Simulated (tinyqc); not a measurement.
Transmission against field: band-to-band tunnelling across a p-n junction in a two-band chain.

Sites alternate A at -Eg/2 and C at +Eg/2 with hopping -t; near the edges, with k counted from the zone boundary pi/a, E^2 = (Eg/2)^2 + (t a k)^2, so t = sqrt(c Eg/m)/a gives the mass m, c = hbar^2/2m0. In the gap cosh(q a) = 1 + (Eg^2/4 - e^2)/(2 t^2), e the energy from the local mid-gap. The potential is V0 = Eg + ov on the p side (left), 0 on the n side, and falls linearly over the 2N sites of the junction, V_j = V0 (1 - j/(2N + 1)), j = 1 to 2N, site 1 being A. E = Eg/2 + x ov. A half chain that ends on a site of level e1 with neighbour e2 has g = (1 + z)/(E - e1), z = exp(-/+ i k a) the root with Im g < 0, cos(k a) = (E - e1)(E - e2)/(2 t^2) - 1. S_L = t^2 g (ending on C, shifted by V0), S_R = t^2 g (starting on A). T = 4 Im(S_L) Im(S_R) |G_(1,2N)|^2.

Constants: hbar^2/2m0 = 3.80998211 eV angstrom^2.

Inputs chosen for the exercise (gap and mass near those of GaAs; the results hold for these values, not for the real material): Eg = 1.401 eV (gap); m = 0.0769 m0 (mass of electron and light hole); a = 5 angstrom (period (two sites)); ov = 0.11 eV (overlap: top of the valence band on the p side above the conduction edge on the n side); x = 0.49 (energy above the n-side conduction edge, as a share of ov).

N is varied at fixed V0 and E. WKB: exp(-2 I/F) with I = pi Eg^2/(8 t a), F = V0/((2N + 1) a/2); this is the Landau-Zener result for a uniform field.

Against N:

| N | F (MV/cm) | exponent | T, chain | T, WKB | ratio |
|---|---|---|---|---|---|
| 5 | 5.495 | 3.368 | 0.0316 | 0.0345 | 0.916 |
| 8 | 3.555 | 5.204 | 0.00714 | 0.00549 | 1.299 |
| 12 | 2.418 | 7.654 | 0.000783 | 0.000474 | 1.651 |
| 18 | 1.634 | 11.327 | 2.38e-05 | 1.20e-05 | 1.978 |
| 26 | 1.140 | 16.226 | 1.99e-07 | 8.98e-08 | 2.217 |
| 38 | 0.785 | 23.573 | 1.37e-10 | 5.79e-11 | 2.371 |
| 80 | 0.375 | 49.289 | 9.20e-22 | 3.93e-22 | 2.343 |

Give the missing row, N = 55, F (MV/cm) = 0.545.

Computed row:
```
N   F (MV/cm)  exponent  T, chain    T, WKB  ratio
55      0.545    33.982  4.21e-15  1.75e-15  2.410
```

T falls from 0.0316 at 5.49 to 9.20e-22 at 0.38 MV/cm. ln T against 1/F has slope -18.512 MV/cm between the rows N = 38 and 80, against -2I = -18.503. The ratio to WKB stays between 0.92 (N = 5) and 2.41 (N = 55): the exponent decides, and the ratio holds the reflections where the field begins and ends and the lattice correction to q, which scales the exponent and so grows with N.

Run: tinyqc, `OMP_NUM_THREADS=1 python tinyqc.py 1450726 1450727 out.jsonl`; Intel(R) Xeon(R) Processor @ 2.30GHz, one thread, shared host; about 0.01 s of CPU time with all checks.
